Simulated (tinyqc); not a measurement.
From one set of inputs to another, one input at a time: Deal-Grove kinetics of thermal oxidation of silicon. Computed by tinyqc, a small Python program. Command: `OMP_NUM_THREADS=1 python tinyqc.py 3000715 3000716 out.jsonl oxide ladder`. One thread of a shared host (Intel(R) Xeon(R) Processor @ 2.30GHz), about 0.1 s of CPU time with the checks.

Oxidant diffuses through the oxide and reacts at the interface, so that dx/dt = B/(A + 2x) for the oxide thickness x.

The inputs printed are set A. Inputs not listed in the table keep their values of set A, so the rows need not describe a real material.

Inputs (values chosen for the exercise, close to those used for silicon):
```
quantity                       value    unit
prefactor B0                     419  um^2/h
activation energy E_B          0.788      eV
prefactor (B/A)0            1.77e+08    um/h
activation energy E_A           2.05      eV
temperature T                    900       C
oxidant pressure p                 2     atm
pressure exponent m of B/A         1       -
initial oxide x_i               0.01      um
time t                          0.33       h
temperature of step 2, T2       1200       C
time of step 2, t2              0.72       h
```

Ambient: steam. Surface: (111). Extension: second step.

Constants: k_B = 8.617333262e-05 eV/K.

Method:
- B = B0 p exp(-E_B/(k_B T)), B/A = (B/A)0 p^m exp(-E_A/(k_B T)), p in atm; A = B/(B/A).
- Temperatures in kelvin are T(C) + 273.15.
- tau = (x_i^2 + A x_i)/B and x = (A/2) [sqrt(1 + 4 B (t + tau)/A^2) - 1], the root of x^2 + A x = B (t + tau).
- Silicon consumed is 0.44 times the oxide grown; the rate is B/(A + 2x).
- Step 2 starts from the thickness x of step 1, with B and A at T2: tau2 = (x^2 + A2 x)/B2 and x2 = (A2/2) [sqrt(1 + 4 B2 (t2 + tau2)/A2^2) - 1].

Each row keeps all changes above it:
```
input moved                                                 from         to  final growth rate (um/h)  length A (um)  thickness after both steps x2 (um)
set A                                                          -          -                    0.3698        0.62476                              1.0923
temperature T (C)                                            900       1100                    0.8975        0.10141                              1.2176
prefactor (B/A)0 (um/h)                                177000000  172000000                    0.8972        0.10436                              1.2166
initial oxide x_i (um)                                      0.01       0.05                    0.8891        0.10436                              1.2192
prefactor B0 (um^2/h) and activation energy E_B (eV)  419, 0.788  437, 0.77                    0.9796        0.12672                              1.3339
time t (h)                                                  0.33       0.29                    1.0429        0.12672                              1.3156
oxidant pressure p (atm)                                       2          1                    0.7256        0.12672                              0.9203
```

Final growth rate goes from 0.370 to 0.726, a factor 1.96 in all. The largest single move comes from temperature T (a factor 2.43), and oxidant pressure p works against it (a factor 0.696). Length A goes from 0.625 to 0.127, a factor 0.203 in all. The largest single move comes from temperature T (a factor 0.162), and prefactor B0 with activation energy E_B works against it (a factor 1.21). Thickness after both steps x2 goes from 1.09 to 0.920, a factor 0.843 in all. The largest single move comes from oxidant pressure p (a factor 0.700), and temperature T works against it (a factor 1.11). The single moves hold for this order of the switches; the total does not depend on the order.

Extremes, crossings and ranges named in words are read from the listed rows.
